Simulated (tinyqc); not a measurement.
Grain-boundary trapping model (Seto) of a polycrystalline semiconductor film. Changing the temperature T. Computed by tinyqc, a small Python program. Command: `OMP_NUM_THREADS=1 python tinyqc.py 3029923 3029924 out.jsonl poly sweep`. One thread of a shared host (Intel(R) Xeon(R) Processor @ 2.30GHz), about 0.01 s of CPU time with the checks.

Grains of equal size L are joined by thin boundaries with one trap level. Trapped carriers deplete a width W on each side and raise a barrier, crossed by thermionic emission. Dopants are fully ionised, statistics are non-degenerate and mu_g does not depend on T.

Inputs (values chosen for the exercise, modelled on polycrystalline germanium): permittivity eps = 16; effective mass m = 0.19 m_0; effective density of states at 300 K, N_c = 5.8e+18 1/cm^3; grain size L = 190 nm; trap density Q_t = 2.3e+12 1/cm^2; trap level E_t below the band edge = 0.25 eV; doping N = 5.4e+17 1/cm^3; mobility inside the grains mu_g = 350 cm^2/(V s).

Grain interior: resistance included.

Constants: k_B = 8.617333262e-05 eV/K; e = 1.602176634e-19 C; eps_0 = 8.8541878128e-12 F/m; m_0 = 9.1093837015e-31 kg; k_B = 1.380649e-23 J/K.

Method:
- N_c(T) = N_c (T/300 K)^(3/2). Filled traps Q = Q_t/(1 + (1/2) exp((E_t* - E_F)/k_B T)), where E_t* = e V_B - E_t and E_F are counted from the band edge at the grain centre. Partial depletion: Q = 2 N W, V_B = e N W^2/(2 eps eps_0), E_F = k_B T ln(N/N_c); solve for W. If that W would exceed L/2 the grain is fully depleted: W = L/2, Q = N L, and E_F follows from the trap equation. Centre density n_0 = N_c exp(E_F/k_B T).
- Boundary: sigma_b = L e^2 n_0 exp(-e V_B/k_B T)/sqrt(2 pi m k_B T); drift through the grain, depleted parts included: rho_g = [(1 - 2W/L) + (2W/L) int_0^1 exp(y^2 s^2) ds]/(e n_0 mu_g); rho = 1/sigma_b + rho_g. Mean carrier density n_av = n_0 [(1 - 2W/L) + (2W/L) (sqrt(pi)/2) erf(y)/y], y = sqrt(e V_B/k_B T); effective mobility 1/(e n_av rho).
- E_a = d ln(rho)/d(1/k_B T) from T - 5 K and T + 5 K; temperature coefficient d ln(rho)/dT.

One run for each value; columns: (1) temperature T (K); (2) resistivity rho (ohm cm); (3) effective mobility (cm^2/(V s)); (4) activation energy E_a (eV); (5) mean carrier density (1/cm^3):
```
(1)     (2)     (3)      (4)         (5)
200  7.4769    1.83  0.13481  4.5730e+17
236  2.2101    6.12  0.14119  4.6161e+17
271  0.8855   15.12  0.14655  4.6629e+17
307  0.4223   31.34  0.14744  4.7154e+17
343  0.2370   55.19  0.14257  4.7708e+17
379  0.1520   85.05  0.13287  4.8275e+17
414  0.1094  116.83  0.12057  4.8827e+17
450  0.0848  149.12  0.10679  4.9385e+17
```

What does the table show?

Over the rows, resistivity rho (ohm cm) falls from 7.48 to 0.0848 (exponent d ln y / d ln x -7.4 between the first rows and -3.1 between the last); effective mobility (cm^2/(V s)) rises from 1.83 to 149 (exponent d ln y / d ln x 7.3 between the first rows and 2.9 between the last); activation energy E_a (eV) goes from 0.135 through a maximum among these rows, 0.147 at 307, to 0.107.

Caution (rows 200): E_F is within 2 k_B T of the band edge, so non-degenerate statistics fail, and tunnelling through so thin a barrier adds to the current.

Extremes, crossings and ranges named in words are read from the listed rows.
